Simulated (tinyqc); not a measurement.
# Ideality, saturation current and resistance from three points

Problem. Well above the saturation current a diode obeys V = n Vt ln(I/I0) + I Rs. Find n, Rs and I0.

Parameters, values chosen for the exercise: temperature T = 300 K.

Constants: q = 1.602176634e-19 C, kB = 1.380649e-23 J/K, Vt = kB T/q. Results are converted to the units shown.

currents (A): [2e-6, 0.0001, 0.03]
voltages (V): [0.25696211, 0.37150576, 0.92535444]

Solution. V is linear in the three unknowns n Vt, Rs and -n Vt ln I0, so three points give a linear system.

n = 1.12
Rs = 13.0 ohm
I0 = 2.80e-10 A

Numbers from tinyqc (`OMP_NUM_THREADS=1 python tinyqc.py 2260070 2260071 out.jsonl`; about 0.01 s on one thread of a shared Intel Xeon 2.30GHz).
